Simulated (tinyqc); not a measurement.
Polytypes and stacking faults of a tetrahedral semiconductor in an axial Ising model with couplings up to third neighbours. Changing the temperature T. Computed by tinyqc, a small Python program. Command: `OMP_NUM_THREADS=1 python tinyqc.py 3020068 3020069 out.jsonl polytype sweep`. One thread of a shared host (Intel(R) Xeon(R) Processor @ 2.30GHz), about 0.02 s of CPU time with the checks.

Each double layer has s = +1 or -1 for the sense of its stacking step; E per pair of atoms = E0 - sum_n J_n <s_i s_(i+n)>, n = 1, 2, 3. Hexagonality h = (1 - <s_i s_(i+1)>)/2.

Inputs (values chosen for the exercise, of the order of those of SiC for J, a, G and the gaps):

| quantity | value | unit |
|---|---|---|
| J1 | 2.29 | meV/pair |
| J2 | -3.53 | meV/pair |
| J3 | -0.22 | meV/pair |
| basal lattice constant a | 3.08 | angstrom |
| binding energy of the fault level E_b | 0.31 | eV |
| in-plane mass m | 0.41 | m0 |
| effective density of states N_c at 300 K | 1e+19 | 1/cm^3 |
| electron density n | 6e+18 | 1/cm^3 |

Host polytype: 4H.

fault coefficients k_n:
```
                      J1  J2  J3
single Shockley (31)   0  -4   0
double Shockley (62)  -4  -8   0
Frank-type (32)       -1  -2   3
```

Constants: 1 eV/angstrom^2 = 16.02176634 J/m^2; m_0 = 9.1093837015e-31 kg; hbar = 1.054571817e-34 J s; k_B = 1.380649e-23 J/K; k_B = 8.617333262e-05 eV/K.

Method:
- Faults in 4H: the sequences single Shockley (31) (+++-), double Shockley (62) (++++++--), Frank-type (32) (+++--) are put between perfect repeats; k_n = (layers x C_n of the host) - sum_i s_i s_(i+n). gamma = sum k_n J_n/A, A = (sqrt 3/2) a^2; 1 meV/angstrom^2 = 16.02177 mJ/m^2.
- The fault binds electrons in a two-dimensional band E_b below the conduction edge, g2 = m m0/(pi hbar^2) for one valley. With the Fermi level held by the bulk, eta = ln[n/N_c(T)], N_c(T) = N_c (T/300)^1.5, the grand potential falls by g2 (k_B T)^2 F1(x), x = eta + E_b/(k_B T), F1(x) = integral from 0 to infinity of ln(1 + exp(x - t)) dt; sheet density g2 k_B T ln(1 + e^x). Band bending by the trapped charge is left out, so the gain is an upper bound.
- Net fault energy = gamma of the single Shockley (31) fault less the electronic gain.

One run for each value:

| temperature T (K) | electronic gain (mJ/m^2) | sheet density (1/cm^2) | net fault energy (mJ/m^2) | x |
|---|---|---|---|---|
| 250 | 12.963 | 5.2218e+13 | 14.574 | 14.152 |
| 406 | 11.023 | 4.7315e+13 | 16.514 | 7.896 |
| 562 | 8.935 | 4.1105e+13 | 18.602 | 4.949 |
| 719 | 7.020 | 3.4192e+13 | 20.516 | 3.181 |
| 875 | 5.465 | 2.7408e+13 | 22.072 | 1.995 |
| 1030 | 4.292 | 2.1450e+13 | 23.245 | 1.131 |
| 1190 | 3.418 | 1.6516e+13 | 24.119 | 0.445 |
| 1340 | 2.833 | 1.3017e+13 | 24.703 | -0.071 |
| 1500 | 2.387 | 1.0274e+13 | 25.150 | -0.527 |

Describe the trends.

Over the rows, electronic gain (mJ/m^2) falls from 13.0 to 2.39 (exponent d ln y / d ln x -0.33 between the first rows and -1.5 between the last); sheet density (1/cm^2) falls from 5.22e13 to 1.03e13 (exponent d ln y / d ln x -0.20 between the first rows and -2.1 between the last); net fault energy (mJ/m^2) rises from 14.6 to 25.1.

Caution (rows 250, 406): the bulk is near degeneracy, where eta = ln(n/N_c) underestimates the Fermi level.
